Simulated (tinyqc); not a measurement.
Electron mobility in a silicon inversion layer, empirical terms and Matthiessen rule: two steps of the calculation.

Inversion layer of sheet density Ns on a uniformly doped body. The mobility terms are empirical power laws with prefactors chosen for the exercise; adding their inverses (Matthiessen) is itself an approximation.

Inputs (values chosen for the exercise); material values close to those of silicon:
```
symbol,value,unit,meaning
T,300,K,temperature
Eg,1.11,eV,band gap
eps_r,11.6,,relative permittivity of the semiconductor
Nc,2.8e19,cm^-3,conduction-band density of states at T
Nv,2.6e19,cm^-3,valence-band density of states at T
Nb,7.2e16,cm^-3,body doping
Vsb,0.6,V,reverse body bias
eta,0.5,,weight of the inversion charge in the effective field
Cox,1.21,uF/cm^2,gate capacitance
Ns,2.8e12,cm^-2,inversion density
WL,10,,ratio W/L
Vd,0.01,V,drain voltage
```

Constants: q = 1.602176634e-19 C, kB = 1.380649e-23 J/K, Vt = kB T/q, eps0 = 8.8541878128e-14 F/cm where lengths are in cm. Results are converted to the units shown.

Question 1. Depletion charge and effective field. ni = sqrt(Nc Nv) exp(-Eg/(2 Vt)), Eg in volts; Ndep = sqrt(2 eps0 eps_r Nb (2 Vt ln(Nb/ni) + Vsb)/q); E = q (Ndep + eta Ns)/(eps0 eps_r), in MV/cm.

Find: ni; Ndep; E.

Answer 1.

ni = 1.281e10 cm^-3
Ndep = 1.138e12 cm^-2
E = 0.3960 MV/cm

The depletion charge gives 44.8 % of the field.

Question 2. Split C-V extraction. Q(Vg) is the trapezoid sum of Cgc from the first point (where Q is taken as 0); mu_eff = I/((W/L) Q Vd); mu_FE = (dI/dVg)/((W/L) Cox Vd) with a backward difference. Listed from point 4 on.

| point | Vg (V) | Cgc (uF/cm^2) | I (uA) |
|---|---|---|---|
| 0 | 0.1 | 1.7494099e-4 | 5.8334353e-8 |
| 1 | 0.2 | 0.0027663525 | 1.4592305e-5 |
| 2 | 0.3 | 0.042399209 | 0.0034493932 |
| 3 | 0.4 | 0.44196739 | 0.41769010 |
| 4 | 0.5 | 1.0904256 | 4.8487236 |
| 5 | 0.6 | 1.2016846 | 11.735653 |
| 6 | 0.7 | 1.2094719 | 18.083885 |
| 7 | 0.8 | 1.2099667 | 23.658020 |
| 8 | 0.9 | 1.2099979 | 28.557786 |
| 9 | 1 | 1.2099999 | 32.879745 |
| 10 | 1.1 | 1.2100000 | 36.699805 |
| 11 | 1.2 | 1.2100000 | 40.078070 |
| 12 | 1.3 | 1.2100000 | 43.063554 |

Wanted: Q; mu_eff; mu_FE.

Answer 2.

| point | Q (uC/cm^2) | mu_eff (cm^2/(V s)) | mu_FE (cm^2/(V s)) |
|---|---|---|---|
| 4 | 0.1032 | 469.6 | 366.2 |
| 5 | 0.2178 | 538.7 | 569.2 |
| 6 | 0.3384 | 534.4 | 524.6 |
| 7 | 0.4594 | 515.0 | 460.7 |
| 8 | 0.5804 | 492.1 | 404.9 |
| 9 | 0.7014 | 468.8 | 357.2 |
| 10 | 0.8224 | 446.3 | 315.7 |
| 11 | 0.9434 | 424.8 | 279.2 |
| 12 | 1.064 | 404.6 | 246.7 |

At the last point mu_FE is 39 % below mu_eff: where the mobility falls with gate voltage the slope of I understates it.

tinyqc, about 0.01 s, one thread, Intel Xeon 2.30GHz (shared host): `OMP_NUM_THREADS=1 python tinyqc.py 2510140 2510141 out.jsonl`
